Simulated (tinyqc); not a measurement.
Across the transition: q-state Potts model on a small periodic square lattice: enumeration, Metropolis, heat-bath and Wolff steps. Computed by tinyqc, a small Python program. Command: `OMP_NUM_THREADS=1 python tinyqc.py 3112325 3112326 out.jsonl potts walk`. One thread of a shared host (Intel(R) Xeon(R) Processor @ 2.30GHz), about 0.07 s of CPU time with the checks.

E = -J x (number of nearest-neighbour bonds with equal states); n x n sites with periodic edges have 2 n^2 bonds. Order parameter m = (q f - 1)/(q - 1), f being the largest share of one state. Sites are numbered row by row from 0. Here q = 2 and n = 4.

Inputs (values chosen for the exercise, for a model of domains or grain orientations):
```
quantity,value,unit
number of states q,2,-
edge n,4,-
coupling J,55,meV
temperature T,810,K
```

Constants: k_B = 8.617333262e-05 eV/K.

Method:
- K = J/(k_B T); the infinite square lattice orders at K_c = ln(1 + sqrt(q)); Wolff bond probability p = 1 - exp(-K).
- All q^(n^2) states are counted by their number b of equal bonds; weights g(b) exp(K b), K = J/(k_B T). Per site: u = -J <b>/n^2, c/k_B = K^2 (<b^2> - <b>^2)/n^2.
- m and U = 1 - <m^4>/(3 <m^2>^2) from the same sums; K = K_c T_c/T.

K_c = 0.881374

Exact values for this lattice:
```
T/T_c,share of equal bonds,c (k_B/site),<m>,U
0.50,0.99810,0.04973,0.99802,0.66635
0.70,0.98261,0.25772,0.97999,0.66252
0.85,0.94907,0.54283,0.93412,0.64967
0.95,0.91285,0.72417,0.87863,0.63071
1.00,0.89141,0.78327,0.84386,0.61720
1.10,0.84557,0.81299,0.76609,0.58221
1.25,0.78070,0.68950,0.65005,0.51527
1.50,0.70351,0.41203,0.50624,0.39852
2.00,0.62999,0.15995,0.37045,0.24374
3.00,0.57836,0.05267,0.28601,0.13484
```

What follows from these numbers?

c is largest, 0.81 k_B, at T/T_c = 1.1: on so small a lattice the transition is a broad bump. At T_c the infinite lattice has a share (1 + 1/sqrt(q))/2 = 0.854 of equal bonds, against 0.891 here. <m> stays at 0.29 at 3 T_c, since the largest share among 16 sites always exceeds 1/q on average.

Extremes, crossings and ranges named in words are read from the listed rows.
